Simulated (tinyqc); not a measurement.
Worked calculation: FCI on RHF in the 6-31g basis, for He, spin multiplicity 1. Computed by tinyqc, a small Python program that keeps every step (integrals from PySCF). Settings: charge = 0, multiplicity = 1, basis = 6-31g, method = RHF, energy threshold = 1e-10, iteration cap = 72, orthogonalisation = symmetric, start = atomic densities, DIIS depth = 6, ci = FCI, davidson = 1. Command: `OMP_NUM_THREADS=1 python tinyqc.py 25272 25273 out.jsonl` (the two numbers bound the seeds that draw the settings). One thread of a shared host (Intel(R) Xeon(R) Processor @ 2.60GHz), about 0.06 s of CPU time with the checks. The early iterations of the SCF are left out here.

## One-electron integrals

Geometry (angstrom):
```
atom,x,y,z
He,0.000000,0.000000,0.000000
```

Basis 6-31g: exponents (1/bohr^2) and contraction coefficients of normalised primitives:
```
element,l (shell),exponent,coefficient
He,s (1),38.421634,0.040140
He,s (1),5.778030,0.261246
He,s (1),1.241774,0.793185
He,s (2),0.297964,1.000000
```

Overlap, kinetic and nuclear-attraction integrals over the contracted functions; the nuclear repulsion is the sum of Za Zb / Rab.

nuclear repulsion = 0 hartree

overlap S:
```
,1He 1s,1He 2s
1He 1s,1.000000,0.634148
1He 2s,0.634148,1.000000
```

kinetic energy T (hartree):
```
,1He 1s,1He 2s
1He 1s,2.925655,0.467227
1He 2s,0.467227,0.446946
```

nuclear attraction V (hartree):
```
,1He 1s,1He 2s
1He 1s,-4.805281,-2.013636
1He 2s,-2.013636,-1.742136
```

core Hamiltonian H = T + V (hartree):
```
,1He 1s,1He 2s
1He 1s,-1.879626,-1.546409
1He 2s,-1.546409,-1.295190
```

## Two-electron integrals

Functions are numbered as in S; the eight-fold symmetry (ij|kl) = (ji|kl) = (kl|ij) leaves the list below.

Two-electron integrals (ij|kl) in chemists' order, unique and non-zero (hartree):
```
i,j,k,l,(ij|kl)
1,1,1,1,1.543936
2,1,1,1,0.785447
2,1,2,1,0.427025
2,2,1,1,0.803952
2,2,2,1,0.476190
2,2,2,2,0.615938
```

## Orthogonalisation

S = U s U^T; symmetric (Loewdin) form X = U s^(-1/2) U^T, so that X^T S X = 1.

eigenvalues of S: 0.365852  1.634148

X:
```
,1He 1s,1He 2s
1He 1s,1.217774,-0.435508
1He 2s,-0.435508,1.217774
```

## Iteration 4 (converged): orbitals

converged F (hartree):
```
,1He 1s,1He 2s
1He 1s,-0.549218,-1.000372
1He 2s,-1.000372,-0.429150
```

Diagonalise F' = X^T F X, C = X C', fill 1 alpha and 1 beta electrons from the bottom; D = 2 C_occ C_occ^T. Each column has its largest component positive (the first on a tie).

F' = X^T F X (hartree):
```
,1,2
1,0.165224,-1.154385
2,-1.154385,0.320508
```

orbital energies (hartree): MO1 -0.914127, MO2 1.399859

coefficients C:
```
,MO1,MO2
1He 1s,0.592081,-1.149818
1He 2s,0.513586,1.186959
```

D after iteration 4:
```
,1He 1s,1He 2s
1He 1s,0.701120,0.608169
1He 2s,0.608169,0.527541
```

## Convergence

Stop when the energy changes by less than 1e-10 hartree and every element of the error matrix X^T (F D S - S D F) X is below 3e-06.

Course of the cycle:
```
iteration,E (hartree),change,largest element of the error matrix
1,-2.85513792,-,9.81e-03
2,-2.85516030,-2.24e-05,7.42e-04
3,-2.85516043,-1.29e-07,5.57e-08
4,-2.85516043,-8.88e-16,2.56e-08
```

PySCF RHF in the same basis = -2.85516043 hartree

Converged in 4 iterations.

## Integrals over molecular orbitals

(pq|rs) = sum C_ip C_jq C_kr C_ls (ij|kl), one index at a time.

one-electron integrals over orbitals h = C^T H C (hartree):
```
,1,2
1,-1.941034,0.316490
2,0.316490,-0.088737
```

Two-electron integrals over orbitals (pq|rs), unique and non-zero (hartree):
```
p,q,r,s,(pq|rs)
1,1,1,1,1.026907
2,1,1,1,-0.316490
2,1,2,1,0.227670
2,2,1,1,0.858133
2,2,2,1,-0.255554
2,2,2,2,0.766363
```

## FCI: determinants and Hamiltonian

Hartree-Fock energy = -2.85516043 hartree

Slater-Condon rules over spin orbitals, with the nuclear repulsion added and E(HF) subtracted on the diagonal. Only determinants linked to the reference directly or through others are kept (one block of an abelian symmetry group), so some states are absent.

Occupation strings over the orbitals (2 doubly, a alpha, b beta, 0 empty; spin orbitals ordered 1a 1b 2a 2b ...): 20 ab ba 02

H - E(HF) between determinants (hartree), lower triangle:
```
,20,ab,ba,02
20,0.000000
ab,0.000000,1.683523
ba,0.000000,-0.227670,1.683523
02,0.227670,0.060937,-0.060937,3.444050
```

## FCI: roots

Diagonalise (each vector has its largest component positive (the first on a tie)); all determinants have Ms = 0, so triplets appear too. The lowest singlet root is the correlation energy.

lowest roots of this matrix, relative to E(HF) (hartree): -0.015002  1.455853  1.906448  3.463797

lowest vectors:
```
,root 1,root 2,root 3,root 4
20,0.997832,0.000000,-0.006567,0.065487
ab,0.002080,0.707107,0.706022,0.039104
ba,-0.002080,0.707107,-0.706022,-0.039104
02,-0.065749,0.000000,-0.054989,0.996320
```

<S^2> of these roots: 0.000000  2.000000  0.000000  0.000000

weight of the ground state by excitation level 0, 1, 2, ...: 0.995668  0.000009  0.004323
